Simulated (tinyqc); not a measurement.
# Implant damage, amorphisation by cascade overlap, and solid-phase epitaxial regrowth, step by step

A worked calculation. Computed by tinyqc, a small Python program that keeps every step. Command: `OMP_NUM_THREADS=1 python tinyqc.py 3113679 3113680 out.jsonl sper walk`. One thread of a shared host (Intel(R) Xeon(R) Processor @ 2.30GHz), about 0.01 s of CPU time with the checks. Intermediate numbers are printed to about 5 digits and carried at full precision; extremes and crossings named in words are read from the listed rows.

Range and width of the damage are inputs. Dynamic annealing enters only through the surviving share f.

Inputs (values chosen for the exercise, modelled on fluorine ions in germanium):
```
quantity                            value    unit
atomic density N                     44.2  1/nm^3
ion Z1                                  9       -
ion mass M1                            19       u
target Z2                              32       -
target mass M2                      72.63       u
ion energy E                           91     keV
displacement energy E_d                16      eV
depth of the damage peak R_d           70      nm
width of the damage profile s_d        38      nm
share of defects that survive f      0.49       -
critical displaced share x_c         0.16       -
dose Q                            3.5e+14  1/cm^2
overlaps needed n                       2       -
area amorphised by one track A_i     0.64    nm^2
regrowth prefactor v0             2.6e+16    nm/s
regrowth energy E_a                  2.15      eV
anneal temperature                    421       C
rate relative to (100)                  1       -
peak enhancement by the dopant         11       -
ramp rate                             4.2     K/s
```

Constants: a_0 = 0.529177210903 angstrom; e^2/(4 pi eps_0) = 14.39964548 eV angstrom; k_B = 8.617333262e-05 eV/K.

## Damage energy and displacements per ion

Robinson partition: eps = E a M2/(Z1 Z2 (e^2/(4 pi eps_0)) (M1 + M2)), a = 0.8853 a_0/sqrt(Z1^(2/3) + Z2^(2/3)); k = 0.0793 Z1^(2/3) Z2^(1/2) (M1 + M2)^(3/2)/((Z1^(2/3) + Z2^(2/3))^(3/4) M1^(3/2) M2^(1/2)); damage energy T_d = E/(1 + k (eps + 0.40244 eps^(3/4) + 3.4008 eps^(1/6))); displacements nu = 0.8 T_d/(2 E_d).

reduced energy eps = 2.1468

k = 0.32619

damage energy T_d = 28.500 keV

T_d/E = 0.31318

displacements per ion nu = 712.49

69 % of the energy goes to electrons.

## The amorphous layer

Displaced share x(z) = f nu Q exp(-(z - R_d)^2/(2 s_d^2))/(sqrt(2 pi) s_d N); the layer is amorphous where x > x_c, between R_d -/+ s_d sqrt(2 ln(x_max/x_c)), the upper edge being cut at the surface. Threshold dose Q_c = Q x_c/x_max.

peak displaced share x_max = 0.29023

threshold dose Q_c = 1.9295e+14 1/cm^2

upper edge = 28.529 nm

lower edge = 111.47 nm

The layer is buried, so it regrows from both sides and the two fronts meet in a defect plane.

## Damage left below the interface

Displaced atoms per area beyond the lower edge z2: f nu Q (1/2) erfc((z2 - R_d)/(sqrt2 s_d)); they are not removed by regrowth.

share of the damage beyond z2 = 0.13756

displaced atoms beyond z2 = 1.6809e+16 1/cm^2

## Layer against dose

The formulas are those given above.

Dose series; the last column is f nu Q erfc((z2 - R_d)/(sqrt2 s_d))/2:
```
Q (1/cm^2)   x_max  upper edge (nm)  lower edge (nm)  displaced atoms beyond z2 (1/cm^2)
2.12e+14    0.1758           53.509            86.49                          2.4584e+16
2.89e+14    0.2397           35.842           104.16                          1.8601e+16
4.82e+14    0.3997           18.580           121.42                          1.4809e+16
7.72e+14    0.6402            6.720           133.28                          1.2918e+16
1.35e+15    1.1195            0.000           144.96                          1.1441e+16
2.32e+15    1.9238            0.000           154.75                          1.0422e+16
4.82e+15    3.9969            0.000           166.40                          9.4080e+15
9.65e+15    8.0022            0.000           176.30                          8.6820e+15
```

A dose 46 times larger moves the lower edge from 86.5 to 176 nm, as the root of a logarithm, and the damage beyond it falls by a factor 2.8, since the edge lies on an ever steeper tail. The layer reaches the surface at Q_c exp(R_d^2/(2 s_d^2)) = 1.05e15 per cm^2.

## Overlap model

Gibbons model: a point turns amorphous after n + 1 hits; with y = A_i Q the amorphous share is 1 - exp(-y) sum_(k=0..n) y^k/k!. Doses are set by y.

Amorphous share:
```
y    Q (1/cm^2)  direct impact (n = 0)     given n
0.1  1.5625e+13                0.09516  1.5465e-04
0.3  4.6875e+13                0.25918  3.5995e-03
0.6  9.3750e+13                0.45119  2.3115e-02
1.0  1.5625e+14                0.63212  8.0301e-02
2.0  3.1250e+14                0.86466  3.2332e-01
3.0  4.6875e+14                0.95021  5.7681e-01
5.0  7.8125e+14                0.99326  8.7535e-01
8.0  1.2500e+15                0.99966  9.8625e-01
```

At small y the share grows as y^3; between the first rows the exponent is 2.86.

## Isothermal regrowth

v = v0 x orientation factor x exp(-E_a/(k_B T)) x [1 + (enhancement - 1) exp(-(z - R_d)^2/(2 s_d^2))], T = anneal temperature + 273.15 K; the dopant is taken to follow the damage profile; the lower front moves from the lower edge z2 to the surface, or to the middle (z1 + z2)/2 of a buried layer with upper edge z1; time = int dz/v; the equivalent undoped distance is that time times the undoped velocity.

undoped velocity = 6.3856 nm/s

distance to regrow = 41.471 nm

time without enhancement = 6.4945 s

equivalent undoped distance = 4.5584 nm

time with enhancement = 0.71386 s

The rate doubles for each 13 K or so near this temperature.

## Regrowth during a ramp

On a linear ramp from 200 C regrowth ends at the T_f where int v_undoped dT/(ramp rate) equals the equivalent undoped distance.

temperature at which regrowth ends = 389.32 C

Checks made by the program: tail against quadrature of x(z) N (relative difference below 1e-10).
